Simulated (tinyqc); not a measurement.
From results back to parameters: shallow acceptor in the spherical four-band model. Four cases, with inputs chosen for the exercise.

Problem. The binding energy of the ground state was computed from a hidden mu.

The ground state 1S3/2 has an L = 0 part f(r) and an L = 2 part g(r). In units of Ry* and a*, with Gaussians f_i = exp(-a_i r^2), g_i = r^2 exp(-a_i r^2), A = a_i + a_j and I(n) = Gamma((n + 1)/2)/(2 A^((n + 1)/2)): S_ff = I(2), S_gg = I(6), H_ff = (6 a_i a_j/A) I(2) - 2 I(1), H_gg = (14 a_i a_j/A) I(6) - 2 I(5), H_fg = -mu [15 I(2) - 20 a_j I(4) + 4 a_j^2 I(6)]; each function is then normalised. The split-off band is left out.

Converged values use 22 exponents 2.2^i, i = -7 to 14, for f and for g.

Case 1.

Ry* = 18.382 meV
binding energy = 38.773 meV

Case 2.

Ry* = 11.534 meV
binding energy = 23.959 meV

Case 3.

Ry* = 23.569 meV
binding energy = 29.524 meV

Case 4.

Ry* = 22.671 meV
binding energy = 28.246 meV

Find: binding in Ry*; mu; heavy/light mass ratio (1 + mu)/(1 - mu).

Solution. The binding in Ry* rises steadily with mu, so bisection finds one value.

Case 1.

binding in Ry* = 2.109
mu = 0.745
heavy/light mass ratio (1 + mu)/(1 - mu) = 6.8

Case 2.

binding in Ry* = 2.077
mu = 0.740
heavy/light mass ratio (1 + mu)/(1 - mu) = 6.7

Case 3.

binding in Ry* = 1.253
mu = 0.469
heavy/light mass ratio (1 + mu)/(1 - mu) = 2.8

Case 4.

binding in Ry* = 1.246
mu = 0.464
heavy/light mass ratio (1 + mu)/(1 - mu) = 2.7

Computed by tinyqc, one run a case: `OMP_NUM_THREADS=1 python tinyqc.py N N+1 out.jsonl` with N = 1252482, 1252496, 1252587, 1252604; one thread of a shared Intel(R) Xeon(R) Processor @ 2.30GHz, about 0.07 s a run at most.
